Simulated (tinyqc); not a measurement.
## Signal and retention of a DRAM cell: effect of the bit-line capacitance

A stored one starts at Vd and leaks: Cs dV/dt = -I(V), I = a sqrt((V + Vb)/(Vd + Vb)) + b, with a = Ig exp[-(Eg1 q/kB)(1/T - 1/T0)] (generation in a depletion layer) and b = Is exp[-(Es q/kB)(1/T - 1/T0)]. The bit line is precharged to Vd/2, and charge sharing gives the signal (V - Vd/2) Cs/(Cs + Cb).

The cell fails below Vc = Vd/2 + dm (Cs + Cb)/Cs. With s = sqrt((Vc + Vb)/(Vd + Vb)), the time from Vd to Vc is t = [2 Cs (Vd + Vb)/a] [1 - s - (b/a) ln((a + b)/(a s + b))]. This time is the median of a log-normal spread: failing cells = Nc erfc(z/sqrt 2)/2, z = ln(t/tr)/sg.

Inputs (values chosen for the exercise): array voltage Vd = 1 V; cell capacitance Cs = 16 fF; smallest signal that the sense amplifier resolves dm = 40 mV; built-in plus back-bias voltage of the storage junction Vb = 1.44 V; junction leakage at V = Vd and T0 Ig = 7.9 fA; voltage-independent leakage at T0 Is = 0.12 fA; activation energy of Is Es = 0.31 eV; reference temperature T0 = 358 K; temperature T = 358 K; deviation of ln(retention time) over the cells sg = 0.97; cells Nc = 8.59e9; refresh interval tr = 32 ms; activation energy of Ig Eg1 = 0.51 eV.

Constants: q = 1.602176634e-19 C, kB = 1.380649e-23 J/K. Results are converted to the units shown.

Results:
```
Cb (fF)	Vc (V)	retention time (s)	failing cells
15	0.5775	0.8823	2.696e6
30	0.6150	0.8005	3.879e6
60	0.6900	0.6391	8.685e6
75	0.7275	0.5595	1.366e7
90	0.7650	0.4805	2.244e7
105	0.8025	0.4022	3.894e7
120	0.8400	0.3245	7.270e7
```

Estimate the missing row, Cb = 45 fF.

Computed row:
```
Cb (fF)	Vc (V)	retention time (s)	failing cells
45	0.6525	0.7195	5.720e6
```

With this row back in the table: Vc rises by dm/Cs = 2.50 mV for each fF, and the retention time falls from 0.882 to 0.325 s; the margin is gone at Cb = 184 fF.

Range of the model: Real arrays also hold a tail of unusually leaky cells and cells whose retention varies in time, which this model lacks.

Computed by the program tinyqc: `OMP_NUM_THREADS=1 python tinyqc.py 2130071 2130072 out.jsonl`, one thread of a shared Intel Xeon 2.30GHz, about 0.01 s for the whole run.
